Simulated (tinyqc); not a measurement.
From a target to a composition: virtual-crystal alloy in the empirical-pseudopotential method. Three cases, with inputs chosen for the exercise.

Problem. The gap from the valence top to the fifth band at L = (1/2,1/2,1/2) is given; it is monotonic in x. Find x.

Empirical pseudopotential on the fcc lattice, atoms at +/- tau, tau = a (1,1,1)/8, no spin-orbit coupling. H(G,G') = c (2 pi/a)^2 |k + G|^2 delta + VS(q) cos(q.tau) + i VA(q) sin(q.tau), q = G - G', c = hbar^2/2m0; k and G in units of 2 pi/a; VS at |q|^2 = 3, 8, 11 and VA at 3, 4, 11, in rydberg, zero elsewhere. At each k the basis holds all G with |k + G|^2 up to 16; energies are counted from the fourth level at Gamma.

Virtual crystal A(1-x)B(x): a = (1 - x) a_A + x a_B. Rule linear: V = (1 - x) V_A + x V_B. Rule volume: V = [(1 - x) a_A^3 V_A + x a_B^3 V_B]/a^3, since a form factor is an atomic potential divided by the cell volume.

Constants: hbar^2/2m0 = 3.80998211 eV angstrom^2; Ry = 13.60569312 eV.

Case 1.

Values chosen (classic local form factors of the size used for Si (A) and Ge (B), which place X and L only to a few tenths of an eV; shifted at random, so the results belong to these values and not to a real crystal):
- a = (5.421, 5.655) angstrom (lattice constants of A, B)
- VSA = (-0.212, 0.04, 0.081) Ry (symmetric form factors of A)
- VAA = (0, 0, 0) Ry (antisymmetric form factors of A)
- VSB = (-0.23, 0.01, 0.059) Ry (symmetric form factors of B)
- VAB = (0, 0, 0) Ry (antisymmetric form factors of B)
- rule = linear (mixing rule)

gap to L = 1.53729 eV

Case 2.

Values chosen (classic local form factors of the size used for Si (A) and Ge (B), which place X and L only to a few tenths of an eV; shifted at random, so the results belong to these values and not to a real crystal):
- a = (5.432, 5.66) angstrom (lattice constants of A, B)
- VSA = (-0.208, 0.04, 0.081) Ry (symmetric form factors of A)
- VAA = (0, 0, 0) Ry (antisymmetric form factors of A)
- VSB = (-0.226, 0.011, 0.06) Ry (symmetric form factors of B)
- VAB = (0, 0, 0) Ry (antisymmetric form factors of B)
- rule = linear (mixing rule)

gap to L = 1.34752 eV

Case 3.

Values chosen (classic local form factors of the size used for Si (A) and Ge (B), which place X and L only to a few tenths of an eV; shifted at random, so the results belong to these values and not to a real crystal):
- a = (5.43, 5.655) angstrom (lattice constants of A, B)
- VSA = (-0.214, 0.04, 0.08) Ry (symmetric form factors of A)
- VAA = (0, 0, 0) Ry (antisymmetric form factors of A)
- VSB = (-0.232, 0.011, 0.059) Ry (symmetric form factors of B)
- VAB = (0, 0, 0) Ry (antisymmetric form factors of B)
- rule = volume (mixing rule)

gap to L = 1.41926 eV

Find: x; a.

Solution.

Case 1.

x = 0.36
a = 5.505 angstrom

Bisect on x between the ends, where the gap to L is 1.865 and 0.890 eV; a straight line between them would give x = 0.34.

Case 2.

x = 0.56
a = 5.560 angstrom

Bisect on x between the ends, where the gap to L is 1.841 and 0.919 eV; a straight line between them would give x = 0.54.

Case 3.

x = 0.47
a = 5.536 angstrom

Bisect on x between the ends, where the gap to L is 1.865 and 0.934 eV; a straight line between them would give x = 0.48.

Computed by tinyqc, one run a case: `OMP_NUM_THREADS=1 python tinyqc.py N N+1 out.jsonl` with N = 1080651, 1080698, 1080736; one thread of a shared Intel(R) Xeon(R) Processor @ 2.30GHz, about 0.3 s a run at most.
